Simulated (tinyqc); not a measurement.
Band offset from the macroscopic average of a supercell potential: one step. The dipole behind the step. Three cases, with inputs chosen for the exercise.

Problem. A step dV of the mean electron energy from A to B across an interface equals 4 pi (e^2/4 pi eps0) times a dipole per area p (in e angstrom per angstrom^2). For a change of 0.1 eV in dV, give the charge per area moved over 2 angstrom in a medium of dielectric constant eps: sigma = 0.1 eps/(4 pi (e^2/4 pi eps0) 2). 1 angstrom^-2 = 1e16 cm^-2.

Constants: e^2/(4 pi eps0) = 14.39964547 eV angstrom.

Give: |p|; sigma.

Case 1.

Values chosen (out of a larger set: gaps near those of GaAs and AlAs; not measured data): eps = 13.2 (dielectric constant at the interface).

dV = B - A = 0.01999 eV

Solution.

|p| = 0.00011 e/angstrom
sigma = 3.65e+13 e/cm^2

With about 7e14 atoms per cm^2 in a plane (as on a silicon (100) face), 5.2 % of an electron per atom shifts the line-up by 0.1 eV.

Case 2.

Values chosen (out of a larger set: gaps near those of Si and SiO2; not measured data): eps = 4.7 (dielectric constant at the interface).

dV = B - A = 4.70997 eV

Solution.

|p| = 0.02603 e/angstrom
sigma = 1.30e+13 e/cm^2

With about 7e14 atoms per cm^2 in a plane (as on a silicon (100) face), 1.9 % of an electron per atom shifts the line-up by 0.1 eV.

Case 3.

Values chosen (out of a larger set: gaps near those of Si and HfO2; not measured data): eps = 5.9 (dielectric constant at the interface).

dV = B - A = -4.97000 eV

Solution.

|p| = 0.02747 e/angstrom
sigma = 1.63e+13 e/cm^2

With about 7e14 atoms per cm^2 in a plane (as on a silicon (100) face), 2.3 % of an electron per atom shifts the line-up by 0.1 eV.

Computed by tinyqc, one run a case: `OMP_NUM_THREADS=1 python tinyqc.py N N+1 out.jsonl` with N = 1850805, 1850829, 1850933; one thread of a shared Intel(R) Xeon(R) Processor @ 2.30GHz, about 0.01 s a run at most.
